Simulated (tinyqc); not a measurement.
Speed against selectivity over temperature: anisotropic wet etching of Si(100): plane rates, V-grooves, membranes and undercut. Computed by tinyqc, a small Python program. Command: `OMP_NUM_THREADS=1 python tinyqc.py 3019378 3019379 out.jsonl wetetch walk`. One thread of a shared host (Intel(R) Xeon(R) Processor @ 2.30GHz), about 0.01 s of CPU time with the checks.

A long slot opens the mask on a (100) wafer. The floor etches at R100; (111) walls stand at theta = arctan(sqrt2) = 54.7356 degrees to the surface and recede at R111 along their normal.

Inputs (values chosen for the exercise, close to those used for tetramethylammonium hydroxide solutions): prefactor k0 of the (100) rate = 4.2e+08 um/min; activation energy of (100), E = 0.622 eV; ratio (100)/(111) at 80 C = 29; extra energy of (111), dE = 0.056 eV; ratio (100)/oxide at 80 C = 5400; extra energy of the oxide, dE_ox = 0.23 eV; misalignment of the mask = 2 degrees; wafer thickness d = 525 um; membrane thickness wanted = 13 um.

Constants: k_B = 8.617333262e-05 eV/K.

Method:
- R100 = k0 exp(-E/(k_B T)); a ratio given at 80 C scales as exp[(extra energy/k_B)(1/T - 1/353.15 K)]; R111 and R_ox follow by division.
- Temperatures in kelvin are T(C) + 273.15.
- Each row etches to the depth d - membrane; undercut per side = (R111/sin(theta) + R100 sin(misalignment)) x time.

Etching to a fixed depth:
```
T (C)  R100 (um/min)  R100/R111  time (h)  undercut (um)  oxide consumed (nm)
30            0.0192     39.283    445.08         33.831                27.26
40            0.0410     36.684    208.08         34.962                36.11
50            0.0837     34.403    101.96         36.096                47.01
60            0.1636     32.387     52.15         37.230                60.23
70            0.3076     30.598     27.74         38.363                76.07
80            0.5581     29.000     15.29         39.492                94.81
90            0.9799     27.567      8.71         40.616               116.75
100           1.6691     26.276      5.11         41.733               142.17
```

From 30 to 100 C the time falls by a factor 87.1, while the oxide loss grows by 5.22 and the undercut by 1.23: the slower planes and the mask have the higher activation energies, so heat costs selectivity. Misalignment gives 17.9 um of the undercut at any T.
